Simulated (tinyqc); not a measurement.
Length of a molecular wire: coherent transport through a tight-binding bridge. Computed by the program tinyqc. T = Gamma_L Gamma_R |G_1n|^2 with the self-energies of semi-infinite chains.

A uniform bridge between two chains:
```
parameter,value
site energy (eV),0.610000
hopping in the bridge (eV),0.970000
lead hopping (eV),2.870000
couplings (eV),"0.61, 1"
E (eV),-0.130000
```

Transmission against length:
```
sites,T,ln T
2,5.2617e-01,-0.6421
3,1.4956e-01,-1.9001
4,4.5283e-01,-0.7922
5,2.6509e-01,-1.3277
6,1.6577e-01,-1.7972
7,7.9140e-01,-0.2339
8,1.7344e-01,-1.7519
9,2.4093e-01,-1.4233
10,5.1580e-01,-0.6620
```

What does the comparison show, and why?

E lies inside the band of the bridge (|E - e|/2h = 0.381 < 1): T does not decay but oscillates with length, between 0.150 and 0.791 here, as levels of the bridge pass E.
